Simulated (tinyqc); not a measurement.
Read current of a NAND string, cells in series solved by shooting: one step of the calculation.

Cells in series, numbered from 0 at the source line (0 V) to the bit line, each followed by a gap resistance Rg. A cell with gate Vg, threshold VT, source Vs and drain Vd passes I = 2 nf K Vt^2 [F(Vs) - F(Vd)]/(1 + th max(Vg - VT, 0)), F(V) = ln^2(1 + exp((Vg - VT - nf V)/(2 nf Vt))). The selected cell has Vg = Vr, the others Vg = Vp.

Problem. Node voltages for a trial current. For a trial current I start at 0 V and, cell by cell (the selected one is cell 1), solve for the drain: sqrt(F(Vd)) = sqrt(F(Vs) - I/k), k = 2 nf K Vt^2/(1 + th max(Vg - VT, 0)), Vd = [Vg - VT - 2 nf Vt ln(exp(sqrt F) - 1)]/nf, then add I Rg.

Values chosen for this exercise; values of the order met in vertical NAND strings:
```
symbol  value    unit                                 meaning
T         358       K                             temperature
K          12  uA/V^2                   gain factor of a cell
nf        1.6                                    slope factor
th       0.07     1/V               mobility reduction factor
Rg         29    kohm     resistance of the gap between cells
Vbl       0.4       V                        bit-line voltage
Vp        5.7       V                            pass voltage
Vr       3.83       V  read voltage on the selected word line
```

Constants: q = 1.602176634e-19 C, kB = 1.380649e-23 J/K, Vt = kB T/q. Results are converted to the units shown.

first trial current = 0.76 uA

```
cell,thresholds from the source end (V)
0,-2.1
1,2.5
2,4.3
3,-2.1
4,-2.1
5,-2.1
```

Wanted: node voltage after each cell and gap, trial 1.

Solution.

```
cell,"node voltage after each cell and gap, trial 1 (V)"
0,0.034609
1,0.11295
2,0.19434
3,0.22947
4,0.26470
5,0.30003
```

Numbers from tinyqc (`OMP_NUM_THREADS=1 python tinyqc.py 2142134 2142135 out.jsonl`; about 0.4 s on one thread of a shared Intel Xeon 2.30GHz).
